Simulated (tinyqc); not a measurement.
Magnetoresistance against angle.

Conductance G = G0 (1 + P1 P2 cos(phi)) at low bias, phi the angle between the magnetisations, normalised to Rp = RA/area at phi = 0.

Parameters, values chosen for the exercise:
```
symbol  value      unit                                   meaning
Dm         24        nm                                  diameter
P1       0.73            spin polarisation of the reference layer
P2       0.54                 spin polarisation of the free layer
RA        1.9  ohm um^2   resistance-area product, parallel state
```

Magnetoresistance against angle:
```
phi (degree),R (kohm),R/Rp - 1 (%),share of the full TMR (%)
0,4.200,0,0
20,4.273,1.735,1.333
45,4.579,9.029,6.938
70,5.160,22.86,17.56
90,5.856,39.42,30.29
110,6.768,61.15,46.98
135,8.118,93.30,71.69
160,9.301,121.5,93.32
180,9.666,130.1,100.0
```

What does the table show?

R rises from 4.20 to 9.67 kohm, TMR0 = 130 %. It is the conductance that follows cos(phi), so at 90 degrees R has covered only (1 - P1 P2)/2 = 30.3 % of its range.

Numbers from tinyqc (`OMP_NUM_THREADS=1 python tinyqc.py 2450128 2450129 out.jsonl`; about 0.01 s on one thread of a shared Intel Xeon 2.30GHz).
